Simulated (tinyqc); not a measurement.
Composition of the buffer: band edges of strained Si(1-x)Ge(x) on relaxed Si(1-y)Ge(y).

Values are linear in the Ge fraction but for ED(x) = linear - CD x (1 - x) and a(x) = linear - Ca x (1 - x). Energies are on the common scale of Ev.

Coherent growth on a (111) face: e_par = (a(y) - a(x))/a(x), e_perp = -(2 C11 + 4 C12 - 4 C44)/(C11 + 2 C12 + 4 C44) e_par; exx = eyy = ezz = (2 e_par + e_perp)/3 and exy = eyz = ezx = (e_perp - e_par)/3.

A valley with unit axis u lies at Ev + gap + (av + a_valley) tr(e) + Xu (u.e.u - tr(e)/3); the Delta axes are x, y, z and the L axes [111], [1-1-1], [-11-1], [-1-11]. The second-order shift of the Delta valleys under shear is left out; it lowers the pair normal to the sheared plane by tens of meV at a shear of 1 %.

Valence edges: Ev plus the levels of the 6 x 6 matrix of X, Y, Z times spin with -Dso/3 + l exx + m (eyy + ezz) on the diagonal (cyclic), n exy off it, l = av + 2 b, m = av - b, n = sqrt(3) d. Spin-orbit term (Dso/3) L.sigma on X, Y, Z with (L_k)_ij = -i epsilon_kij: <X+|H|Y+> = -i Dso/3, <X+|H|Z-> = Dso/3, <Y+|H|Z-> = -i Dso/3, <Z+|H|X-> = -Dso/3, <Z+|H|Y-> = i Dso/3, <X-|H|Y-> = i Dso/3, and their conjugates; + and - are the spin along z.

Inputs chosen for the exercise (end members near Si and Ge, in this order; not measured data): a = (5.436, 5.663) angstrom (lattice constant); Dso = (0.043, 0.288) eV (spin-orbit splitting); av = (2.46, 1.22) eV (valence hydrostatic potential); b = (-2.12, -2.54) eV (tetragonal shear potential); d = (-4.75, -5.28) eV (trigonal shear potential); C11 = (167.9, 127.1) GPa; C12 = (63.3, 47.6) GPa; C44 = (78.6, 66.2) GPa; Ev = (0, 0.67) eV (top of the unstrained valence band); ED = (1.148, 0.914) eV (gap to the Delta valleys); EL = (2.036, 0.74) eV (gap to the L valleys); aD = (1.66, 1.37) eV (hydrostatic potential of the Delta gap); aL = (-2.95, -3.02) eV (hydrostatic potential of the L gap); XuD = (8.85, 9.59) eV (uniaxial potential, Delta); XuL = (15.69, 14.61) eV (uniaxial potential, L); CD = 0.176 eV (bowing of the Delta gap); Ca = 0 angstrom (bowing of the lattice constant); face = 111 (growth face); x = 0.57 (Ge fraction of the layer).

The layer is kept. dEc = Ec(buffer) - Ec(layer), dEv = Ev(layer) - Ev(buffer); buffer edges Ev(y) and Ev(y) + min(ED, EL). The digit behind Delta or L counts whole valleys.

Results:
```
y     e_par (%)  lowest valleys  gap (eV)  next valleys above (meV)  valence splitting (meV)  dEc (eV)  dEv (eV)
0.02      -2.24          Delta6     0.826                       380                       92    -0.084     0.398
0.16      -1.67          Delta6     0.863                       366                       82    -0.073     0.297
0.30      -1.10          Delta6     0.900                       352                       65    -0.055     0.195
0.44      -0.53          Delta6     0.937                       339                       38    -0.030     0.094
0.72       0.61          Delta6     0.955                       196                       56     0.041    -0.052
0.86       1.18          Delta6     0.932                        74                      116     0.083    -0.094
1.00       1.75              L1     0.858                        48                      180     0.014    -0.131
```

What can be read from this table?

The gap is 0.826 eV in the first row and 0.858 eV in the last, with its largest listed value, 0.955 eV, at y = 0.72: it peaks near the match y = x, since strain of either sign narrows it. The lowest valleys change: Delta6 to L1 between y = 0.86 and 1.00. Per 0.1 of y the valence offset moves by -54 meV on average; the conduction offset lies between -84 and +83 meV, not monotonically. Electrons and holes sit on opposite sides in every row (type II). Offsets below about 30 meV are within the spread of parameter sets, so those rows do not settle the type. Strains above 2 % can be kept only in layers of a few nanometres.

(tinyqc, `OMP_NUM_THREADS=1 python tinyqc.py 1050166 1050167 out.jsonl`, Intel(R) Xeon(R) Processor @ 2.30GHz, 1 thread, shared host, about 0.01 s.)
